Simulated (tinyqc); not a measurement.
Worked calculation: UHF in the sto-6g basis, for H4, spin multiplicity 1. One step of it, computed by the program tinyqc.

Problem. Iteration 4: DIIS coefficients. Solve [B -1; -1 0][c; lambda] = [0; -1] for the coefficients, which sum to one.

B (overlaps of the stored error matrices):
```
               1              2              3              4
1  1.6274686e-01  2.4321430e-02  4.8349276e-03  5.4295846e-04
2  2.4321430e-02  7.8818816e-03  3.7374490e-03  6.5705331e-04
3  4.8349276e-03  3.7374490e-03  2.3918106e-03  4.7604311e-04
4  5.4295846e-04  6.5705331e-04  4.7604311e-04  1.0415969e-04
```

Give: DIIS coefficients.

Solution.

DIIS coefficients: -0.0271  0.2823  -0.6674  1.4122
